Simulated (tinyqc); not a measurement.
# From one set of inputs to another, one input at a time

Model: admittance spectroscopy and thermally stimulated current of one trap level in a depletion layer. Computed by tinyqc, a small Python program. Command: `OMP_NUM_THREADS=1 python tinyqc.py 3113162 3113163 out.jsonl admit ladder`. One thread of a shared host (Intel(R) Xeon(R) Processor @ 2.30GHz), about 0.01 s of CPU time with the checks.

A Schottky junction on n-type material holds one donor-like electron trap; shallow donors are fully ionised and abrupt depletion edges are assumed.

The inputs printed are set A. Set A is modelled on n-type beta-Ga2O3; the values taken over come from a set modelled on n-type germanium. Inputs not listed in the table keep their values of set A, so the rows need not describe a real material.

Inputs (values chosen for the exercise, modelled on n-type beta-Ga2O3):
```
quantity                         value    unit
dielectric constant eps           10.2       -
density-of-states mass m         0.283     m_0
shallow doping N                 5e+15  1/cm^3
trap density N_t               1.2e+15  1/cm^3
trap depth E_t below the band    0.536      eV
capture cross section sigma    8.8e-17    cm^2
band bending V_b                   1.3       V
test frequency f                 30000      Hz
heating rate beta                 0.63     K/s
```

Constants: k_B = 1.380649e-23 J/K; m_0 = 9.1093837015e-31 kg; h = 6.62607015e-34 J s; k_B = 8.617333262e-05 eV/K; eps_0 = 8.8541878128e-12 F/m; e = 1.602176634e-19 C.

Method:
- N_c = 2 (2 pi m k_B T/h^2)^(3/2), v_th = sqrt(3 k_B T/m), emission rate e_n = sigma v_th N_c exp(-E_t/(k_B T)).
- Where the level crosses the Fermi level capture equals emission, so the trap follows the signal with the rate 2 e_n; G/omega peaks at omega = 2 e_n (the correction for large N_t/N is left out).
- Solve 2 e_n(T_p) = 2 pi f.
- With E_c - E_F = k_B T_p ln(N_c/N): lambda = sqrt(2 eps eps_0 (E_t - (E_c - E_F))/(e^2 N)); traps are empty and charged for x < x_t = w - lambda, and V_b = e (N w^2 + N_t x_t^2)/(2 eps eps_0). High frequency: C_hf = eps eps_0/w. Low frequency: C_lf = eps eps_0 (N + N_t)/(N w + N_t x_t).
- Thermally stimulated current without retrapping: filled share n(T) = exp(-(1/beta) int e_n dT), current proportional to e_n n; the peak obeys beta (E_t/(k_B T^2) + 2/T) = e_n(T). The integral starts at 0.5 T_m and uses 4000 trapezoid steps to 1.2 T_m.
- Chen's first-order estimate from the full width W = T_2 - T_1 between the half-height points: E = 2.52 k_B T_m^2/W - 2 k_B T_m.

Each row keeps all changes above it:
```
input moved                            from       to  peak temperature T_p (K)  step (C_lf - C_hf)/C_hf  peak temperature T_m (K)
set A                                     -        -                    505.64                 0.088680                    248.63
trap density N_t (1/cm^3)           1.2e+15  2.7e+14                    505.64                 0.021386                    248.63
band bending V_b (V)                    1.3     0.39                    505.64                 0.039437                    248.63
test frequency f (Hz)                 30000    20000                    491.67                 0.040444                    248.63
shallow doping N (1/cm^3)             5e+15  2.9e+15                    491.67                 0.065334                    248.63
trap depth E_t below the band (eV)    0.536    0.256                    260.96                 0.045457                    128.54
heating rate beta (K/s)                0.63     0.26                    260.96                 0.045457                    124.46
density-of-states mass m (m_0)        0.283    0.534                    249.10                 0.042610                    121.67
```

Peak temperature T_p goes from 506 to 249, a factor 0.493 in all. The largest single move comes from trap depth E_t below the band (a factor 0.531). Step (C_lf - C_hf)/C_hf goes from 0.0887 to 0.0426, a factor 0.480 in all. The largest single move comes from trap density N_t (a factor 0.241), and band bending V_b works against it (a factor 1.84). Peak temperature T_m goes from 249 to 122, a factor 0.489 in all. The largest single move comes from trap depth E_t below the band (a factor 0.517). The single moves hold for this order of the switches; the total does not depend on the order.

Extremes, crossings and ranges named in words are read from the listed rows.
